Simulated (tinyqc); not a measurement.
Changing the ripple wavelength over the critical one: strain-driven roughening and islands of a mismatched epitaxial film. Computed by tinyqc, a small Python program. Command: `OMP_NUM_THREADS=1 python tinyqc.py 3013380 3013381 out.jsonl island sweep`. One thread of a shared host (Intel(R) Xeon(R) Processor @ 2.30GHz), about 0.01 s of CPU time with the checks.

Film and substrate share isotropic elastic constants; the film is coherent and biaxially strained.

Inputs (values chosen for the exercise, modelled on InAs on GaAs):
```
quantity                                     value       unit
misfit |f|                                  0.0717          -
shear modulus G                               29.7        GPa
Poisson ratio nu                              0.31          -
surface energy gamma                         0.697      J/m^2
surface mobility D_s nu_s Omega^2/(k_B T)  1.6e-33  m^6/(J s)
initial ripple amplitude A0                   0.12         nm
```

Transport: surface diffusion.

Method. M = 2 G (1 + nu)/(1 - nu); stress = M f; energy density w = M f^2. A ripple A cos(k x) has the surface chemical potential per volume [gamma k^2 - 2 (1 + nu) w k] A cos(k x), so k_c = 2 (1 + nu) w/gamma. With surface diffusion the amplitude grows at the rate q = B k^2 [2 (1 + nu) w k - gamma k^2], fastest at k_m = (3/4) k_c. B is the surface mobility. Stress at the trough = stress x (1 + 2 k A).

One run for each value:
```
ripple wavelength over the critical one  q over the largest rate  k (1/nm)  stress concentration at A0
0.8                                                  -4.6296e+00    2.7241                      1.6538
1.0                                                   3.2458e-11    2.1793                      1.5230
1.3                                                   9.9592e-01    1.6764                      1.4023
1.7                                                   7.9465e-01    1.2819                      1.3077
2.2                                                   4.8570e-01    0.9906                      1.2377
2.9                                                   2.5471e-01    0.7515                      1.1804
3.7                                                   1.3659e-01    0.5890                      1.1414
4.8                                                   6.7873e-02    0.4540                      1.1090
6.2                                                   3.3367e-02    0.3515                      1.0844
8.0                                                   1.6204e-02    0.2724                      1.0654
```

Describe and explain the trends.

Over the rows, q over the largest rate goes from -4.63 through a maximum among these rows, 0.996 at 1.30, to 0.0162; k (1/nm) falls from 2.72 to 0.272 (exponent d ln y / d ln x about -1.00 throughout); stress concentration at A0 falls from 1.65 to 1.07 (exponent d ln y / d ln x -0.37 between the first rows and -0.069 between the last). The rate is negative below the critical wavelength, where surface energy wins, and falls again at long wavelength, as k^3, since atoms must diffuse farther.

Caution (all rows): a wavelength of a few nanometres is at the limit of continuum theory, where steps and facets rule. Caution (rows 0.800, 1.00, 1.30): k A0 is not small, so the linear theory of the ripple is rough.

Extremes, crossings and ranges named in words are read from the listed rows.
